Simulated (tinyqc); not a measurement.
Non-radiative capture by multiphonon emission, one effective mode: one step, computed by the program tinyqc. Command: `OMP_NUM_THREADS=1 python tinyqc.py 3014121 3014122 out.jsonl capture walk`. One thread of a shared host (Intel(R) Xeon(R) Processor @ 2.30GHz), about 0.01 s of CPU time with the checks.

The initial state (free carrier plus empty centre) lies dE above the final state; both have the same frequency and are displaced by dQ.

Task: Scaled coefficient, cross-section and lifetime. Sommerfeld factor of an attractive centre: s(k) = 2 pi nu/(1 - exp(-2 pi nu)), nu = sqrt(Ry*/E), Ry* = Ry m/eps^2, averaged over (2/sqrt(pi)) sqrt(x) exp(-x) dx with x = E/k_B T = t^2 (trapezoid, t to 6 in steps of 0.01). C = s C_0; v = sqrt(3 k_B T/m); sigma = C/v; tau = 1/(C N_t).

Inputs (values chosen for the exercise, with mass, screening and phonons like those of CdTe): carrier mass m = 0.643 m_0; dielectric constant eps = 9.9; temperature T = 120 K; defect density N_t = 2e+15 cm^-3.

Centre: attractive.

C_0 = 9.445536e-15 cm^3/s

Constants: Ry = 13.605693123 eV; k_B = 8.617333262e-05 eV/K; k_B = 1.380649e-23 J/K; m_0 = 9.1093837015e-31 kg.

Give: Sommerfeld factor s; capture coefficient C; thermal velocity v; cross-section sigma; capture time.

Result:

Sommerfeld factor s = 20.83

capture coefficient C = 1.967e-13 cm^3/s

thermal velocity v = 9.212e+06 cm/s

cross-section sigma = 2.136e-20 cm^2

capture time = 0.002541 s

Caution: the largest term is not the one nearest energy conservation, so C_0 depends strongly on the broadening b. Caution: the effective Bohr radius is under 10 angstrom, so the effective-mass Sommerfeld factor is rough.
